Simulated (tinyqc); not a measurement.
Length of a molecular wire: coherent transport through a tight-binding bridge. Computed by the program tinyqc. T = Gamma_L Gamma_R |G_1n|^2 with the self-energies of semi-infinite chains.

A uniform bridge between two chains:
```
parameter                        value
site energy (eV)              1.720000
hopping in the bridge (eV)    0.940000
lead hopping (eV)             2.650000
couplings (eV)              0.52, 0.58
E (eV)                        0.500000
```

Transmission against length:
```
sites           T     ln T
2      9.8390e-02  -2.3188
3      2.9221e-01  -1.2303
4      3.7853e-02  -3.2740
5      3.8605e-02  -3.2544
6      3.2572e-01  -1.1217
7      9.2686e-02  -2.3785
8      3.2065e-02  -3.4400
9      5.8713e-02  -2.8351
10     9.0879e-01  -0.0956
```

What does the comparison show, and why?

E lies inside the band of the bridge (|E - e|/2h = 0.649 < 1): T does not decay but oscillates with length, between 0.032 and 0.909 here, as levels of the bridge pass E.
